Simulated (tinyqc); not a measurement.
# Inputs raised by 5 %, one at a time

Model: speciation in dilute and buffered hydrofluoric acid, oxide etch rate and bath loading. Computed by tinyqc, a small Python program. Command: `OMP_NUM_THREADS=1 python tinyqc.py 3120540 3120541 out.jsonl hfetch sens`. One thread of a shared host (Intel(R) Xeon(R) Processor @ 2.30GHz), about 0.01 s of CPU time with the checks.

Concentrations stand for activities, NH4+ and Cl- are spectators, and water ionisation is neglected. H, F and HF2 denote the ions H+, F- and HF2-. The base temperature is 298 K.

Inputs (values chosen for the exercise, of the order of those for thermal oxide at room temperature):
```
quantity                            value            unit
HF added                              0.5           mol/L
NH4F added                              0           mol/L
HCl added                               0           mol/L
K1 = [H][F]/[HF]                 0.000652           mol/L
K2 = [HF2]/([HF][F])                 4.24           L/mol
K3 = [H2F2]/[HF]^2                   2.79           L/mol
rate constant of neutral HF k_a       8.6  nm L/(min mol)
rate constant of HF2 k_b               51  nm L/(min mol)
activation energy                    0.41              eV
temperature error                       2               K
oxide removed per wafer               4.1              nm
```

Constants: k_B = 8.617333262e-05 eV/K.

Method:
- Fluoride balance: [HF] + [F] + 2 [HF2] + 2 [H2F2] = HF added + NH4F added. Acid balance: [H] + [HF] + [HF2] + 2 [H2F2] = HF added + HCl added. For a trial [H], [HF] = [H][F]/K1, and the fluoride balance is a quadratic in [F].
- The root is refined to 1e-13 in pH = -log10 [H].
- Rate = k_a ([HF] + 2 [H2F2]) + k_b [HF2], an empirical two-term form.
- Time = oxide/rate; a temperature error changes the rate by exp((E_a/k_B)(1/298 - 1/(298 + error))) - 1.

Runs:
```
input moved                                           from         to  etch rate (nm/min)  [HF2] (mol/L)  share of HF2 in the rate (%)
base run                                                 -          -               4.491       0.007844                         8.907
HF added (mol/L)                                       0.5      0.525               4.717       0.008168                         8.831
K1 = [H][F]/[HF] (mol/L)                          0.000652  0.0006846               4.496       0.008030                         9.109
K2 = [HF2]/([HF][F]) (L/mol)                          4.24      4.452               4.502       0.008133                         9.213
K3 = [H2F2]/[HF]^2 (L/mol)                            2.79     2.9295               4.486       0.007679                         8.730
rate constant of neutral HF k_a (nm L/(min mol))       8.6       9.03               4.696       0.007844                         8.519
rate constant of HF2 k_b (nm L/(min mol))               51      53.55               4.511       0.007844                         9.311
```

Exponents ln(y'/y) / ln(x'/x):
```
input                            etch rate   [HF2]  share of HF2 in the rate
HF added                             1.003   0.829                    -0.175
K1 = [H][F]/[HF]                     0.020   0.480                     0.459
K2 = [HF2]/([HF][F])                 0.049   0.741                     0.693
K3 = [H2F2]/[HF]^2                  -0.024  -0.435                    -0.411
rate constant of neutral HF k_a      0.913   0.000                    -0.913
rate constant of HF2 k_b             0.091   0.000                     0.909
```

Which inputs matter most for each result?

Among the inputs moved here: etch rate answers most in size to HF added (exponent +1.003), next to rate constant of neutral HF k_a (+0.913). Its exponent +1.003 in HF added: the rate follows the acid added. [HF2] answers most in size to HF added (exponent +0.829), next to K2 = [HF2]/([HF][F]) (+0.741); its exponent is below 0.0005 for rate constant of neutral HF k_a, rate constant of HF2 k_b. Share of HF2 in the rate answers most in size to rate constant of neutral HF k_a (exponent -0.913), and about equally to rate constant of HF2 k_b (+0.909).
